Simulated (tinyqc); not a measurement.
Stretching the bonds: Weaire-Thorpe hybrids on a Bethe lattice: gap and dangling bond of an amorphous tetrahedral solid.

Inputs chosen for the exercise (out of a larger set: of the size of tabulated hybrid energies for amorphous silicon; not measured data): V1 = 1.73 eV (coupling of two hybrids on one atom); V2 = 4.51 eV (coupling of the two hybrids of a bond).

V2 is scaled as (d0/d)^2 and V1 stays. Bound 2 V2 - 4 V1; tree V2 - 2 V1 + sqrt(V2^2 + 4 V1^2 - 2 sqrt3 V1 V2); a negative bound means that a network with rings may have no gap.

Against d/d0:
```
d/d0  V2 (eV)  V2/V1  bound (eV)  tree (eV)
0.96    4.894  2.829       2.867      4.001
0.98    4.696  2.714       2.472      3.661
1.00    4.510  2.607       2.100      3.349
1.04    4.170  2.410       1.419      2.800
1.07    3.939  2.277       0.958      2.449
1.10    3.727  2.154       0.535      2.145
1.15    3.410  1.971      -0.100      1.729
```

Give the missing row, d/d0 = 1.02.

Computed row:
```
d/d0  V2 (eV)  V2/V1  bound (eV)  tree (eV)
1.02    4.335  2.506       1.750      3.062
```

The bound falls by 181 meV for each per cent of stretch near d0 and vanishes at d/d0 = 1.142, inside the table. Weak, stretched bonds therefore put states closest to the edges, one origin of band tails.

tinyqc: `OMP_NUM_THREADS=1 python tinyqc.py 1481803 1481804 out.jsonl`; about 0.02 s, one thread, shared Intel(R) Xeon(R) Processor @ 2.30GHz.
